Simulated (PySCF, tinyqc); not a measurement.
Worked calculation: FCI on RHF in the sto-6g basis, for B+, spin multiplicity 1. The lowest restricted solution is unstable here: a spin-polarised one lies 0.0000 hartree lower (PySCF). Computed by tinyqc, a small Python program that keeps every step (integrals from PySCF). Settings: charge = 1, multiplicity = 1, basis = sto-6g, method = RHF, energy threshold = 1e-10, iteration cap = 62, orthogonalisation = symmetric, start = core, DIIS depth = 6, ci = FCI, davidson = 1. Command: `OMP_NUM_THREADS=1 python tinyqc.py 31662 31663 out.jsonl` (the two numbers bound the seeds that draw the settings). One thread of a shared host (Intel(R) Xeon(R) Processor @ 2.60GHz), about 0.07 s of CPU time with the checks. The early iterations of the SCF are left out here.

## One-electron integrals

Geometry (angstrom):
```
atom,x,y,z
B,0.0000,0.0000,0.0000
```

Basis sto-6g: exponents (1/bohr^2) and contraction coefficients of normalised primitives:
```
element,l (shell),exponent,coefficient
B,s (1),506.0111,0.0092
B,s (1),92.7768,0.0494
B,s (1),25.9557,0.1685
B,s (1),8.9164,0.3706
B,s (1),3.4625,0.4165
B,s (1),1.4261,0.1303
B,s (2),23.1946,-0.0133
B,s (2),4.5908,-0.0470
B,s (2),1.4268,-0.0338
B,s (2),0.5489,0.2502
B,s (2),0.2384,0.5951
B,s (2),0.1093,0.2407
B,p (3),23.1946,0.0038
B,p (3),4.5908,0.0377
B,p (3),1.4268,0.1739
B,p (3),0.5489,0.4180
B,p (3),0.2384,0.4259
B,p (3),0.1093,0.1017
```

Overlap, kinetic and nuclear-attraction integrals over the contracted functions; the nuclear repulsion is the sum of Za Zb / Rab.

nuclear repulsion = 0 hartree

overlap S, lower triangle:
```
,1B 1s,1B 2s,1B 2px,1B 2py,1B 2pz
1B 1s,1.0000
1B 2s,0.2649,1.0000
1B 2px,0.0000,0.0000,1.0000
1B 2py,0.0000,0.0000,0.0000,1.0000
1B 2pz,0.0000,0.0000,0.0000,0.0000,1.0000
```

kinetic energy T (hartree), lower triangle:
```
,1B 1s,1B 2s,1B 2px,1B 2py,1B 2pz
1B 1s,10.9472
1B 2s,-0.3339,0.3745
1B 2px,0.0000,0.0000,1.1250
1B 2py,0.0000,0.0000,0.0000,1.1250
1B 2pz,0.0000,0.0000,0.0000,0.0000,1.1250
```

nuclear attraction V (hartree), lower triangle:
```
,1B 1s,1B 2s,1B 2px,1B 2py,1B 2pz
1B 1s,-23.3917
1B 2s,-2.7442,-3.7501
1B 2px,0.0000,0.0000,-3.7500
1B 2py,0.0000,0.0000,0.0000,-3.7500
1B 2pz,0.0000,0.0000,0.0000,0.0000,-3.7500
```

core Hamiltonian H = T + V (hartree), lower triangle:
```
,1B 1s,1B 2s,1B 2px,1B 2py,1B 2pz
1B 1s,-12.4445
1B 2s,-3.0781,-3.3756
1B 2px,0.0000,0.0000,-2.6250
1B 2py,0.0000,0.0000,0.0000,-2.6250
1B 2pz,0.0000,0.0000,0.0000,0.0000,-2.6250
```

## Two-electron integrals

Functions are numbered as in S; the eight-fold symmetry (ij|kl) = (ji|kl) = (kl|ij) leaves the list below.

Two-electron integrals (ij|kl) in chemists' order, unique and non-zero (hartree):
```
i,j,k,l,(ij|kl)
1,1,1,1,2.9250
2,1,1,1,0.4808
2,1,2,1,0.0995
2,2,1,1,0.7434
2,2,2,1,0.1890
2,2,2,2,0.5449
3,1,3,1,0.0211
3,2,3,1,0.0309
3,2,3,2,0.1204
3,3,1,1,0.7434
3,3,2,1,0.1890
3,3,2,2,0.5449
3,3,3,3,0.5871
4,1,4,1,0.0211
4,2,4,1,0.0309
4,2,4,2,0.1204
4,3,4,3,0.0316
4,4,1,1,0.7434
4,4,2,1,0.1890
4,4,2,2,0.5449
4,4,3,3,0.5238
4,4,4,4,0.5871
5,1,5,1,0.0211
5,2,5,1,0.0309
5,2,5,2,0.1204
5,3,5,3,0.0316
5,4,5,4,0.0316
5,5,1,1,0.7434
5,5,2,1,0.1890
5,5,2,2,0.5449
5,5,3,3,0.5238
5,5,4,4,0.5238
5,5,5,5,0.5871
```

## Orthogonalisation

S = U s U^T; symmetric (Loewdin) form X = U s^(-1/2) U^T, so that X^T S X = 1.

eigenvalues of S: 0.7351  1.0000  1.0000  1.0000  1.2649

X, lower triangle:
```
,1B 1s,1B 2s,1B 2px,1B 2py,1B 2pz
1B 1s,1.0277
1B 2s,-0.1386,1.0277
1B 2px,0.0000,0.0000,1.0000
1B 2py,0.0000,0.0000,0.0000,1.0000
1B 2pz,0.0000,0.0000,0.0000,0.0000,1.0000
```

## Iteration 2 (converged): orbitals

converged F (hartree), lower triangle:
```
,1B 1s,1B 2s,1B 2px,1B 2py,1B 2pz
1B 1s,-8.0806
1B 2s,-2.2310,-1.4052
1B 2px,0.0000,0.0000,-0.2037
1B 2py,0.0000,0.0000,0.0000,-0.2037
1B 2pz,0.0000,0.0000,0.0000,0.0000,-0.2037
```

Diagonalise F' = X^T F X, C = X C', fill 2 alpha and 2 beta electrons from the bottom; D = 2 C_occ C_occ^T. Each column has its largest component positive (the first on a tie).

F' = X^T F X (hartree), lower triangle:
```
,1,2,3,4,5
1,-7.9265
2,-1.0482,-1.0038
3,0.0000,0.0000,-0.2037
4,0.0000,0.0000,0.0000,-0.2037
5,0.0000,0.0000,0.0000,0.0000,-0.2037
```

orbital energies (hartree): MO1 -8.0818, MO2 -0.8486, MO3 -0.2037, MO4 -0.2037, MO5 -0.2037

coefficients C:
```
,MO1,MO2,MO3,MO4,MO5
1B 1s,0.9963,-0.2877,0.0000,0.0000,0.0000
1B 2s,0.0135,1.0370,0.0000,0.0000,0.0000
1B 2px,0.0000,0.0000,1.0000,0.0000,0.0000
1B 2py,0.0000,0.0000,0.0000,1.0000,0.0000
1B 2pz,0.0000,0.0000,0.0000,0.0000,1.0000
```

D after iteration 2, lower triangle:
```
,1B 1s,1B 2s,1B 2px,1B 2py,1B 2pz
1B 1s,2.1509
1B 2s,-0.5698,2.1509
1B 2px,0.0000,0.0000,0.0000
1B 2py,0.0000,0.0000,0.0000,0.0000
1B 2pz,0.0000,0.0000,0.0000,0.0000,0.0000
```

Within a degenerate level the vectors are fixed only up to a rotation; this is one choice.

## Convergence

Stop when the energy changes by less than 1e-10 hartree and every element of the error matrix X^T (F D S - S D F) X is below 3e-06.

Course of the cycle:
```
iteration,E (hartree),change,largest element of the error matrix
1,-24.190562,-,3.64e-15
2,-24.190562,7.11e-15,2.83e-15
```

PySCF RHF in the same basis = -24.190562 hartree

Converged in 2 iterations.

## Integrals over molecular orbitals

(pq|rs) = sum C_ip C_jq C_kr C_ls (ij|kl), one index at a time.

one-electron integrals over orbitals h = C^T H C (hartree), lower triangle:
```
,1,2,3,4,5
1,-12.4370
2,0.3514,-2.8232
3,0.0000,0.0000,-2.6250
4,0.0000,0.0000,0.0000,-2.6250
5,0.0000,0.0000,0.0000,0.0000,-2.6250
```

Two-electron integrals over orbitals (pq|rs), unique and non-zero (hartree):
```
p,q,r,s,(pq|rs)
1,1,1,1,2.9085
2,1,1,1,-0.3316
2,1,2,1,0.0616
2,2,1,1,0.7542
2,2,2,1,-0.0198
2,2,2,2,0.5279
3,1,3,1,0.0218
3,2,3,1,0.0274
3,2,3,2,0.1128
3,3,1,1,0.7432
3,3,2,1,-0.0110
3,3,2,2,0.5347
3,3,3,3,0.5871
4,1,4,1,0.0218
4,2,4,1,0.0274
4,2,4,2,0.1128
4,3,4,3,0.0316
4,4,1,1,0.7432
4,4,2,1,-0.0110
4,4,2,2,0.5347
4,4,3,3,0.5238
4,4,4,4,0.5871
5,1,5,1,0.0218
5,2,5,1,0.0274
5,2,5,2,0.1128
5,3,5,3,0.0316
5,4,5,4,0.0316
5,5,1,1,0.7432
5,5,2,1,-0.0110
5,5,2,2,0.5347
5,5,3,3,0.5238
5,5,4,4,0.5238
5,5,5,5,0.5871
```

## FCI: determinants and Hamiltonian

Hartree-Fock energy = -24.190562 hartree

Slater-Condon rules over spin orbitals, with the nuclear repulsion added and E(HF) subtracted on the diagonal. Only determinants linked to the reference directly or through others are kept (one block of an abelian symmetry group), so some states are absent.

Occupation strings over the orbitals (2 doubly, a alpha, b beta, 0 empty; spin orbitals ordered 1a 1b 2a 2b ...): 22000 20200 ab200 20020 ab020 20002 ab002 ba200 02200 ba020 02020 ba002 02002 00220 00202 00022

H - E(HF) between determinants (hartree), lower triangle:
```
,22000,20200,ab200,20020,ab020,20002,ab002,ba200,02200,ba020,02020,ba002,02002,00220,00202,00022
22000,0.0000
20200,0.1128,0.4915
ab200,-0.0274,-0.0295,7.4430
20020,0.1128,0.0316,0.0000,0.4915
ab020,-0.0274,0.0000,0.0316,-0.0295,7.4430
20002,0.1128,0.0316,0.0000,0.0316,0.0000,0.4915
ab002,-0.0274,0.0000,0.0316,0.0000,0.0316,-0.0295,7.4430
ba200,0.0274,0.0295,-0.0616,0.0000,0.0000,0.0000,0.0000,7.4430
02200,0.0218,0.0616,0.2822,0.0000,0.0000,0.0000,0.0000,-0.2822,16.3224
ba020,0.0274,0.0000,0.0000,0.0295,-0.0616,0.0000,0.0000,0.0316,0.0000,7.4430
02020,0.0218,0.0000,0.0000,0.0616,0.2822,0.0000,0.0000,0.0000,0.0316,-0.2822,16.3224
ba002,0.0274,0.0000,0.0000,0.0000,0.0000,0.0295,-0.0616,0.0316,0.0000,0.0316,0.0000,7.4430
02002,0.0218,0.0000,0.0000,0.0000,0.0000,0.0616,0.2822,0.0000,0.0316,0.0000,0.0316,-0.2822,16.3224
00220,0.0000,0.0218,0.0274,0.0218,0.0274,0.0000,0.0000,-0.0274,0.1128,-0.0274,0.1128,0.0000,0.0000,16.8970
00202,0.0000,0.0218,0.0274,0.0000,0.0000,0.0218,0.0274,-0.0274,0.1128,0.0000,0.0000,-0.0274,0.1128,0.0316,16.8970
00022,0.0000,0.0000,0.0000,0.0218,0.0274,0.0218,0.0274,0.0000,0.0000,-0.0274,0.1128,-0.0274,0.1128,0.0316,0.0316,16.8970
```

## FCI: roots

Diagonalise (each vector has its largest component positive (the first on a tie)); all determinants have Ms = 0, so triplets appear too. The lowest singlet root is the correlation energy.

lowest roots of this matrix, relative to E(HF) (hartree): -0.0623  0.4593  0.4593  0.6158  7.3497  7.3497  7.4446  7.4551

lowest vectors:
```
,root 1,root 2,root 3,root 4
22000,0.9535,0.0000,0.0000,0.3014
20200,-0.1740,-0.5364,-0.6156,0.5505
ab200,0.0028,-0.0023,-0.0027,0.0036
20020,-0.1740,-0.2649,0.7723,0.5505
ab020,0.0028,-0.0012,0.0034,0.0036
20002,-0.1740,0.8013,-0.1568,0.5505
ab002,0.0028,0.0035,-0.0007,0.0036
ba200,-0.0028,0.0023,0.0027,-0.0036
02200,-0.0007,0.0022,0.0025,-0.0027
ba020,-0.0028,0.0012,-0.0034,-0.0036
02020,-0.0007,0.0011,-0.0031,-0.0027
ba002,-0.0028,-0.0035,0.0007,-0.0036
02002,-0.0007,-0.0032,0.0006,-0.0027
00220,0.0004,0.0011,-0.0002,-0.0015
00202,0.0004,-0.0003,0.0010,-0.0015
00022,0.0004,-0.0007,-0.0008,-0.0015
```

<S^2> of these roots: 0.0000  0.0000  0.0000  0.0000  2.0000  2.0000  2.0000  0.0000

weight of the ground state by excitation level 0, 1, 2, ...: 0.9091  0.0000  0.0909  0.0000  0.0000

Within a degenerate level the vectors are fixed only up to a rotation; this is one choice.

## The lowest root by the Davidson method

Start from the reference; add the residual divided by (theta - H_ii), orthogonalised, at each step.

Davidson iterations:
```
iteration,subspace,lowest Ritz value (hartree),residual norm
1,1,0,2.10e-01
2,2,-0.062312,1.56e-02
3,3,-0.062327,2.95e-04
4,4,-0.062327,9.34e-06
5,5,-0.062327,3.43e-16
```
